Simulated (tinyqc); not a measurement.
Admittance spectroscopy and thermally stimulated current of one trap level in a depletion layer: one step, computed by the program tinyqc. Command: `OMP_NUM_THREADS=1 python tinyqc.py 3111082 3111083 out.jsonl admit walk`. One thread of a shared host (Intel(R) Xeon(R) Processor @ 2.30GHz), about 0.01 s of CPU time with the checks.

A Schottky junction on n-type material holds one donor-like electron trap; shallow donors are fully ionised and abrupt depletion edges are assumed.

Problem. Temperature of the peak. N_c = 2 (2 pi m k_B T/h^2)^(3/2), v_th = sqrt(3 k_B T/m), emission rate e_n = sigma v_th N_c exp(-E_t/(k_B T)). Where the level crosses the Fermi level capture equals emission, so the trap follows the signal with the rate 2 e_n; G/omega peaks at omega = 2 e_n (the correction for large N_t/N is left out). Solve 2 e_n(T_p) = 2 pi f.

Inputs (values chosen for the exercise, modelled on n-type beta-Ga2O3):
```
quantity                         value    unit
density-of-states mass m          0.27     m_0
shallow doping N               2.7e+15  1/cm^3
trap depth E_t below the band    0.355      eV
capture cross section sigma    5.4e-15    cm^2
test frequency f                   100      Hz
```

Constants: k_B = 1.380649e-23 J/K; m_0 = 9.1093837015e-31 kg; h = 6.62607015e-34 J s; k_B = 8.617333262e-05 eV/K.

Give: peak temperature T_p; N_c at T_p; e_n at T_p; E_c - E_F = k_B T_p ln(N_c/N).

Solution.

peak temperature T_p = 203.40 K

N_c at T_p = 1.9655e+18 1/cm^3

e_n at T_p = 314.16 1/s

E_c - E_F = k_B T_p ln(N_c/N) = 0.11551 eV
